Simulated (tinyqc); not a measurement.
Delay unit and parasitic delay from two ring oscillators.

Problem. A ring of 11 inverters oscillates at 1/(2 x 11 d), with stage delay d = tau (h + p) for fan-out h. Find tau, p and the delay at fan-out 4.

frequencies of 11-stage ring oscillators with fan-out 1 and 5 (GHz): 1.9580661  0.82623597

Solution. d is a straight line in h with slope tau and intercept tau p.

tau = 7.95 ps
p = 1.92
delay at fan-out 4 = 47.1 ps

tinyqc, about 0.01 s, one thread, Intel Xeon 2.30GHz (shared host): `OMP_NUM_THREADS=1 python tinyqc.py 2082138 2082139 out.jsonl`
